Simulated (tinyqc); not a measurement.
Debye-Callaway model of lattice thermal conductivity: one step, computed by the program tinyqc.

Three acoustic branches with one velocity v, cut at omega_D = k_B Theta/hbar; x = hbar omega/(k_B T). v and Theta are separate inputs: Theta cuts off the heat-carrying modes, so C need not reach 3 k_B/V. gamma is an effective value that sets the umklapp rate. Heat flows along the film.

Problem. Scattering rates at one frequency. Rates: point defects A omega^4; umklapp B omega^2 T exp(-Theta/(b T)) with B = hbar gamma^2/(M v^2 Theta); normal processes f_N B omega^2 T (T/Theta)^2. Film: the bulk time tau of each mode, from the resistive rates above, is multiplied by the Fuchs-Sondheimer factor F = (3/2) int_0^1 (1 - u^2) [1 - (1 - p) (u/d) (1 - E)/(1 - p E)] du, with E = exp(-d/u), d = t/(v tau), by 48 Gauss-Legendre points in z with u = z^4; the boundary rate is defined as 1/(F tau) - 1/tau. The resistive time is tau_R = 1/(boundary + point-defect + umklapp rates), and the free path is v tau_R.

Inputs (values chosen for the exercise, modelled on sodium chloride):
```
quantity                              value        unit
sound velocity v                       2790         m/s
Debye temperature Theta                 291           K
mean atomic mass M                     29.2           u
effective Grueneisen parameter gamma   2.51           -
umklapp exponent divisor b                3           -
film thickness t                      0.082  micrometre
specularity p                             0           -
normal-process factor f_N               4.5           -
temperature T                           300           K
probe frequency omega/omega_D          0.42           -
```

Sample: film. Point defects: isotopes. Normal processes: included.

Rayleigh coefficient A = 1.887789e-44 s^3

Constants: k_B = 1.380649e-23 J/K; hbar = 1.054571817e-34 J s; u = 1.6605390666e-27 kg.

Give: omega; Rates; tau_R; free path.

Solution.

omega = 1.6001e+13 rad/s

Rates:
```
process        rate (1/s)  rate x tau_R
boundaries     1.3260e+10      0.037804
point defects  1.2375e+09     0.0035280
umklapp        3.3627e+11       0.95867
normal         2.2222e+12        6.3352
```

tau_R = 2.8509e-12 s

free path = 7.9540 nm

The strongest resistive process at this frequency: umklapp, 96 % of the resistive rate.
